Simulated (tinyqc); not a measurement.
Resonant-tunnelling diode, transfer matrices and Tsu-Esaki current: one step of the calculation.

Emitter (band edge 0), barrier d1, well Lw, barrier d2, spacer ds, collector (edge -V). The bias drops linearly over these layers and none in the contacts; each layer is cut into ns equal slices, flat at the value of their centres. E is the energy of motion across the layers, C = hbar^2/(2 m0), psi and psi'/m are continuous. Transport is coherent, T(E) is taken as independent of the transverse momentum, and charge in the well is ignored.

Question. Current from the resonance alone. J = J0 times the integral over E > 0 of T(E) N(E), N = ln[(1 + exp((Ef - E)/Vt))/(1 + exp((Ef - V - E)/Vt))], J0 = q^2 mw m0 kB T/(2 pi^2 hbar^3) (times 1e-4 for A/cm^2 per eV). For a sharp resonance J = J0 (pi G/2) Tp N(Er), with Er the peak energy, Tp the peak transmission and G the full width at half maximum (in eV). The three values given are estimates from a parabola through three points of 1/T(E).

Values chosen for this exercise; masses and offsets of a made-up heterostructure: temperature T = 150 K; mass in the well, spacer and contacts mw = 0.042 m0; Fermi energy of both contacts above their band edges Ef = 0.081 eV; bias of the collector V = 0.25 V.

Constants: q = 1.602176634e-19 C, kB = 1.380649e-23 J/K, hbar = 1.054571817e-34 J s, m0 = 9.1093837015e-31 kg, Vt = kB T/q. Results are converted to the units shown.

Er = 0.052233586 eV
Tp = 0.67391210
G = 3.6673118 meV

Wanted: J0; N(Er); J.

Answer.

J0 = 8.7857e6 A/(cm^2 eV)
N(Er) = 2.3280
J = 79.403 kA/cm^2

The full integral over T(E) gives 77.09 kA/cm^2; the value above is 3.0 % above it.

Computed by the program tinyqc: `OMP_NUM_THREADS=1 python tinyqc.py 2600128 2600129 out.jsonl`, one thread of a shared Intel Xeon 2.30GHz, about 0.6 s for the whole run.
